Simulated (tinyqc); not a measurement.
# Avrami exponent and activation energy from three anneals

Problem. Isothermal crystallisation follows X = 1 - exp(-(k t)^n) with k proportional to exp(-Ec q/(kB T)). Find n, k at both temperatures and Ec.

Constants: q = 1.602176634e-19 C, kB = 1.380649e-23 J/K. Results are converted to the units shown.

X at (417 K, 1100 s), (417 K, 2200 s) and (437 K, 31 s): 0.22857952  0.76963178  0.42487162

Answer. -ln(1 - X) = (k t)^n: the two times give n, and the two rates give Ec.

n = 2.50
k at 417 K = 5.30e-4 1/s
k at 437 K = 0.0255 1/s
Ec = 3.04 eV

tinyqc, about 0.04 s, one thread, Intel Xeon 2.30GHz (shared host): `OMP_NUM_THREADS=1 python tinyqc.py 2490145 2490146 out.jsonl`
